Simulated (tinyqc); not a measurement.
Tight binding, honeycomb lattice, step by step. One step of it, computed by the program tinyqc.

Question. Bloch Hamiltonian at k. H_AB = -t1 (1 + exp(-i k.a1) + exp(-i k.a2)); H_AA = delta - 2 t2 sum cos(k.b + phi), H_BB = -delta - 2 t2 sum cos(k.b - phi), b = a1, a2 - a1, -a2.

Parameters chosen for this model:
```
parameter     value                        unit
t1         1.200000                 eV, nearest
t2                0       eV, second neighbours
phi        1.570000  rad, phase of t2 (Haldane)
delta             0          eV, +/- on A and B
```

k point k (fractions of the reciprocal vectors): [0.160000, 0.460000]

Give: H(k) at k.

Answer.

H(k) at k (eV), order A, B:
$$\begin{pmatrix}
0.0000 & -0.6807+1.3116i \\
-0.6807-1.3116i & 0.0000
\end{pmatrix}$$
